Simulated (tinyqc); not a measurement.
Illuminated p-n diode, drift-diffusion by the Gummel loop with Scharfetter-Gummel fluxes: two steps of the calculation.

Abrupt junction at x = 0, p side from -Lp, n side to Ln, ohmic contacts. psi is counted from the intrinsic level; n = ni exp((psi - phin)/Vt), p = ni exp((phip - psi)/Vt). Contacts: p side psi = V - Vt ln(Na/ni), p = Na, n = ni^2/Na; n side psi = Vt ln(Nd/ni), n = Nd, p = ni^2/Nd. Constant mobilities, D = mu Vt, Boltzmann statistics, SRH recombination through a mid-gap level, U = (n p - ni^2)/(tp (n + ni) + tn (p + ni)). Current is positive from the p contact to the n contact.

Values chosen for this exercise; band and dielectric values close to those of In0.53Ga0.47As:
```
symbol,value,unit,meaning
T,300,K,temperature
Na,2.5e16,cm^-3,acceptor density of the p side
Nd,2.1e16,cm^-3,donor density of the n side
mun,7000,cm^2/(V s),electron mobility
mup,270,cm^2/(V s),hole mobility
tn,2e-7,s,SRH lifetime of electrons
tp,4e-10,s,SRH lifetime of holes
G,2e20,cm^-3 s^-1,uniform generation rate
```

Constants: q = 1.602176634e-19 C, kB = 1.380649e-23 J/K, Vt = kB T/q. Results are converted to the units shown.

Problem 1. Electron continuity. With psi and p held, F_i = (mun Vt/h_i) [n_(i+1) B(d_i) - n_i B(-d_i)], d_i = (psi_(i+1) - psi_i)/Vt, B(d) = d/(exp(d) - 1); solve F_i - F_(i-1) = w_i [(n_i p_i - ni^2)/den_i - G] for the new n, with den = tp (n + ni) + tn (p + ni) taken at the old n and p, h_i = x_(i+1) - x_i, w_i = (h_(i-1) + h_i)/2; phin = psi - Vt ln(n/ni).

| node | x (nm) | psi (V) | n after Poisson (cm^-3) | p after Poisson (cm^-3) |
|---|---|---|---|---|
| 0 | -1300 | -0.02157567 | 1.8767189e7 | 2.5e16 |
| 1 | -921 | -0.02157597 | 2.9730981e11 | 2.5000295e16 |
| 2 | -634 | -0.02157592 | 2.9731036e11 | 2.5000250e16 |
| 3 | -417 | -0.02157251 | 2.9734961e11 | 2.4996950e16 |
| 4 | -253 | -0.02143475 | 2.9893842e11 | 2.4864094e16 |
| 5 | -129 | -0.01818711 | 3.3895310e11 | 2.1928795e16 |
| 6 | -35.5 | 0.02462916 | 1.7759111e12 | 4.1853632e15 |
| 7 | 35.5 | 0.21426288 | 2.7235009e15 | 2.7291466e12 |
| 8 | 155 | 0.26451434 | 1.9024572e16 | 3.9069646e11 |
| 9 | 355 | 0.26702446 | 2.0964434e16 | 3.5454489e11 |
| 10 | 690 | 0.26706844 | 2.1000128e16 | 3.5394228e11 |
| 11 | 1250 | 0.26706872 | 2.1000353e16 | 3.5393848e11 |
| 12 | 2200 | 0.26706828 | 2.1e16 | 2.2341891e7 |

ni = 6.8496694e11 cm^-3

Wanted: new n; phin after round 1.

Solution 1.

| node | new n (cm^-3) | phin after round 1 (V) |
|---|---|---|
| 0 | 1.8767e7 | 0.25000 |
| 1 | 9.5319e10 | 0.02941 |
| 2 | 1.6643e11 | 0.01500 |
| 3 | 2.1962e11 | 0.00783 |
| 4 | 2.6074e11 | 0.00353 |
| 5 | 3.2753e11 | 0.00089 |
| 6 | 1.7735e12 | 0.00003 |
| 7 | 2.7234e15 | 0.00000 |
| 8 | 1.9024e16 | 0.00000 |
| 9 | 2.0964e16 | 0.00000 |
| 10 | 2.1000e16 | 0.00000 |
| 11 | 2.1000e16 | 0.00000 |
| 12 | 2.1000e16 | 0.00000 |

Problem 2. Hole continuity. With psi and the new n held, F_i = (mup Vt/h_i) [p_(i+1) B(-d_i) - p_i B(d_i)], d_i = (psi_(i+1) - psi_i)/Vt, B(d) = d/(exp(d) - 1); solve F_i - F_(i-1) = w_i [(n_i p_i - ni^2)/den_i - G] for the new p, with den = tp (n + ni) + tn (p + ni) taken at the new n and the old p, h_i = x_(i+1) - x_i, w_i = (h_(i-1) + h_i)/2; phip = psi + Vt ln(p/ni).

| node | x (nm) | psi (V) | new n (cm^-3) | p after Poisson (cm^-3) |
|---|---|---|---|---|
| 0 | -1300 | -0.02157567 | 1.8767189e7 | 2.5e16 |
| 1 | -921 | -0.02157597 | 9.5318802e10 | 2.5000295e16 |
| 2 | -634 | -0.02157592 | 1.6643226e11 | 2.5000250e16 |
| 3 | -417 | -0.02157251 | 2.1962442e11 | 2.4996950e16 |
| 4 | -253 | -0.02143475 | 2.6074215e11 | 2.4864094e16 |
| 5 | -129 | -0.01818711 | 3.2753022e11 | 2.1928795e16 |
| 6 | -35.5 | 0.02462916 | 1.7735355e12 | 4.1853632e15 |
| 7 | 35.5 | 0.21426288 | 2.7234071e15 | 2.7291466e12 |
| 8 | 155 | 0.26451434 | 1.9024013e16 | 3.9069646e11 |
| 9 | 355 | 0.26702446 | 2.0963873e16 | 3.5454489e11 |
| 10 | 690 | 0.26706844 | 2.0999659e16 | 3.5394228e11 |
| 11 | 1250 | 0.26706872 | 2.1000048e16 | 3.5393848e11 |
| 12 | 2200 | 0.26706828 | 2.1e16 | 2.2341891e7 |

ni = 6.8496694e11 cm^-3

Give: new p; phip after round 1.

Solution 2.

| node | new p (cm^-3) | phip after round 1 (V) |
|---|---|---|
| 0 | 2.500e16 | 0.2500 |
| 1 | 2.500e16 | 0.2500 |
| 2 | 2.500e16 | 0.2500 |
| 3 | 2.500e16 | 0.2500 |
| 4 | 2.486e16 | 0.2500 |
| 5 | 2.193e16 | 0.2500 |
| 6 | 4.185e15 | 0.2500 |
| 7 | 2.718e12 | 0.2499 |
| 8 | 3.595e11 | 0.2478 |
| 9 | 2.484e11 | 0.2408 |
| 10 | 1.633e11 | 0.2300 |
| 11 | 9.274e10 | 0.2154 |
| 12 | 2.234e7 | 0.0000 |

Program tinyqc, `OMP_NUM_THREADS=1 python tinyqc.py 2240168 2240169 out.jsonl`; Intel Xeon 2.30GHz, shared host, one thread, about 0.8 s.
